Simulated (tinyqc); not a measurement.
Thermoelectric coefficients of a parabolic band, Landauer integrals: two steps of the calculation.

Bulk parabolic band, x = (E - Ec)/kB T, C = hbar^2/(2 m0), kB T in eV. Modes per area gv m kB T x/(4 pi C) times the back-scattering length l0 x^rr give the transport function s0 X(x), s0 = (2 q^2/h) gv m kB T l0/(4 pi C), X = x^(1 + rr). I_k = int X (x - eta)^k w dx, w = 1/(4 cosh^2((x - eta)/2)).

Parameters, values chosen for the exercise:
```
symbol,value,unit,meaning
T,700,K,temperature
m,0.53,m0,mass of one valley
gv,3,,valleys
l0,14,nm,back-scattering length at x = 1
rr,0.5,,energy exponent of that length
kL,6.3,W/(m K),lattice thermal conductivity
eta,0,,reduced Fermi level (EF - Ec)/kB T
```

Constants: q = 1.602176634e-19 C, kB = 1.380649e-23 J/K, hbar = 1.054571817e-34 J s, h = 6.62607015e-34 J s, m0 = 9.1093837015e-31 kg, Vt = kB T/q, hbar^2/(2 m0) = 0.0380998212 eV nm^2. Results are converted to the units shown.

Problem 1. Coefficients of the electrons. sigma = s0 I_0, S = -(kB/q) I_1/I_0, Lorenz number L = (kB/q)^2 [I_2/I_0 - (I_1/I_0)^2], kappa_e = L sigma T.

converged I_0, I_1, I_2: 1.0171408  2.8820096  10.789051

Wanted: s0; sigma; S; L; kappa_e.

Solution 1.

s0 = 2173 S/cm
sigma = 2210 S/cm
S = -244.2 uV/K
L = 1.915 x 1e-8 V^2/K^2
kappa_e = 2.963 W/(m K)

L is 22 % below the Sommerfeld value (pi^2/3)(kB/q)^2 = 2.443e-8 V^2/K^2.

Problem 2. Power factor and figure of merit. Power factor S^2 sigma, ZT = S^2 sigma T/(kappa_e + kL).

sigma = 2210.2385 S/cm
S = -244.16714 uV/K
kappa_e = 2.9628351 W/(m K)

Find: power factor; ZT; electronic share of kappa.

Solution 2.

power factor = 13.177 mW/(m K^2)
ZT = 0.99579
electronic share of kappa = 31.986 %

Range of the model: Parabolic bands, elastic scattering and a fixed kL make these model figures, not those of a material.

tinyqc, about 0.06 s, one thread, Intel Xeon 2.30GHz (shared host): `OMP_NUM_THREADS=1 python tinyqc.py 2800011 2800012 out.jsonl`
